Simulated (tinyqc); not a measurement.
What each parameter does: polar nitride quantum well with polarisation fields.

Growth along [0001]. e_par = (a_sub - a)/a, Ppz = 2 e_par (e31 - e33 C13/C33), P = Psp + Ppz in each layer; strain relaxation and the strain shift of the gaps are left out, although thick layers with more than about 1 % mismatch would relax.

In a periodic stack without free charge the potential drop over a period vanishes: F_w = (P_b - P_w) Lb/(eps0 (eps_w Lb + eps_b Lw)), F_b = -F_w Lw/Lb, eps0 = 8.8541878e-12 F/m; 1 MV/cm = 1e8 V/m = 0.01 V/angstrom.

Envelope functions on cells of 0.25 angstrom over barrier, well, barrier (widths Lb, Lw, Lb), psi = 0 beyond, psi'/m continuous (mean mass between points), c = hbar^2/2m0. With u(z) the integral of e F (F_w in the well, F_b = -F_w Lw/Lb in the barriers, 1 MV/cm = 0.01 V/angstrom), zero at the centre of the well, the electron sees u plus Vc in the barriers and the hole -u plus Vv. The transition is Eg + E_e + E_h; excitons are left out.

Constants: hbar^2/2m0 = 3.80998211 eV angstrom^2; hc = 1239.841984 eV nm.

Values chosen for the exercise (near those of an InGaN well in GaN; not measured data): a_w = 3.217 angstrom (lattice constant a, well); a_b = 3.189 angstrom (lattice constant a, barrier); a_sub = 3.189 angstrom (in-plane lattice constant of the stack); Psp_w = -0.0317 C/m^2 (spontaneous polarisation); Psp_b = -0.0337 C/m^2 (spontaneous polarisation); e31_w = -0.333 C/m^2; e31_b = -0.329 C/m^2; e33_w = 0.711 C/m^2; e33_b = 0.662 C/m^2; C_w = 0.278 (C13/C33); C_b = 0.269 (C13/C33); eps_w = 10.7 (dielectric constant); eps_b = 10.5 (dielectric constant); Lw = 40 angstrom (well width); Lb = 65 angstrom (barrier width); Eg = 3.117 eV (gap of the well); Vc = 0.22 eV (conduction offset); Vv = 0.103 eV (valence offset); me = 0.19 m0 (electron, well); meb = 0.2 m0 (electron, barrier); mh = 1.37 m0 (hole, everywhere).

Polarisation, field, levels and overlap anew. Each row changes one parameter from the base and keeps the others.

Results:
```
case                    F_w (MV/cm)  E (eV)  overlap^2  red shift (meV)
base                         -0.740  3.0711       0.11              111
Lw = 36 angstrom             -0.768  3.0951       0.16               96
Lb = 90 angstrom             -0.826  3.0482      0.076              134
a_sub = 3.199 angstrom       -0.732  3.0729       0.11              109
Psp_b = -0.0371 C/m^2        -0.963  3.0173      0.052              165
e33_w = 0.782 C/m^2          -0.762  3.0659       0.10              116
eps_w = 11.8                 -0.695  3.0812       0.13              101
mh = 0.96 m0                 -0.740  3.0791       0.13              106
Vc = 0.187 eV                -0.740  3.0649      0.098              114
```

The largest shifts from the base row, up to three for each result and ties (the steps differ in size, so this ranks the rows, not the parameters). F_w (MV/cm): Psp_b -0.224, Lb -0.086, eps_w +0.045; unchanged at the printed digits by mh and Vc. E (eV): Psp_b -0.0539, Lw +0.0240, Lb -0.0229. overlap^2: Psp_b -0.0562, Lw +0.0524, Lb -0.0327; unchanged at the printed digits by a_sub. red shift (meV): Psp_b +54, Lb +23, Lw -14.

Program tinyqc; command `OMP_NUM_THREADS=1 python tinyqc.py 1251240 1251241 out.jsonl`; about 0.03 s on one thread of a shared Intel(R) Xeon(R) Processor @ 2.30GHz.
